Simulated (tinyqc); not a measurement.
# Ellipsometry and reflectance of a transparent film on an absorbing substrate, step by step

Program tinyqc, `OMP_NUM_THREADS=1 python tinyqc.py 2870118 2870119 out.jsonl`; Intel Xeon 2.30GHz, shared host, one thread, about 0.4 s. Printed values are rounded.

Air (index 1), film, substrate with N2 = n2 - i k2; time factor exp(+i w t). q_j = sqrt(N_j^2 - sin^2 th), root with positive real part. Fresnel coefficients r_s = (q_a - q_b)/(q_a + q_b), r_p = (N_b^2 q_a - N_a^2 q_b)/(N_b^2 q_a + N_a^2 q_b). tan(Psi) exp(i Delta) = R_p/R_s, Delta taken from 0 to 360 degrees.

Values chosen for this exercise; indices close to those of silicon dioxide on silicon:
- lam = 632.8 nm (wavelength)
- th = 65 degrees (angle of incidence)
- n1 = 1.471 (index of the transparent film)
- d = 64 nm (film thickness)
- n2 = 3.882 (index of the substrate)
- k2 = 0.019 (extinction coefficient of the substrate)

## Interface coefficients and thickness period

q0, q1, q2 and the coefficients r01 and r12 for p and s; the results repeat in d with the period lam/(2 q1).

q0 = 0.4226183
q1 = 1.158640
q2 = 3.774725-0.019540i
r01,p = -0.1177750
r01,s = -0.4654659
r12,p = 0.3625989-0.0020029i
r12,s = -0.5302914+0.0018604i
period = 273.0787 nm

## Psi, Delta and reflectances

beta = 2 pi d q1/lam, X = exp(-2 i beta), R = (r01 + r12 X)/(1 + r01 r12 X) for p and s.

beta = 0.7362783 rad
X = 0.0980819-0.9951784i
R_p = -0.0998308-0.3582183i
R_s = -0.5935132+0.3733574i
Psi = 27.93912 degrees
Delta = 106.6000 degrees
|R_p|^2 = 0.1382866
|R_s|^2 = 0.4916537

The bare substrate gives Psi = 17.76 and Delta = 179.58 degrees.
